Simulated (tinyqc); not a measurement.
Collinear exchange A + BC -> AB + C on a London-Eyring-Polanyi-Sato surface: saddle, string of images and rate: one step, computed by the program tinyqc. Command: `OMP_NUM_THREADS=1 python tinyqc.py 3113912 3113913 out.jsonl leps walk`. One thread of a shared host (Intel(R) Xeon(R) Processor @ 2.30GHz), about 0.03 s of CPU time with the checks.

x = r(AB), y = r(BC), r(AC) = x + y. V is counted from separated atoms, the barrier from A + BC, that is V + D(BC).

Task: Frequencies at the saddle. Wilson matrix G = [[1/m_A + 1/m_B, -1/m_B], [-1/m_B, 1/m_B + 1/m_C]]; eigenvalues lambda of G H give nu = 15.6333042 THz x sqrt(|lambda|), the negative one being imaginary. Reactant: nu_BC from k = 2 D beta^2 and 1/m_B + 1/m_C. Skew angle: cos = sqrt(m_A m_C/((m_A + m_B)(m_B + m_C))).

Inputs (values chosen for the exercise, bond data loosely for abstraction of hydrogen from a Si-H bond by a hydrogen atom; the barrier is not fitted):
```
quantity   value        unit
D(BC)       3.97          eV
beta(BC)    1.52  1/angstrom
mass of A  1.008           u
mass of B  1.008           u
mass of C  28.09           u
```

Hessian (eV/angstrom^2):
```
          x         y
x  -0.98220   5.21388
y   5.21388  10.12158
```

Constants: nu for 1 eV/(angstrom^2 u) = 15.6333042 THz.

Give: imaginary frequency; real frequency at the saddle; nu_BC; skew angle.

Result:

imaginary frequency = 42.167 THz

real frequency at the saddle = 36.271 THz

nu_BC = 67.878 THz

skew angle = 45.993 degrees
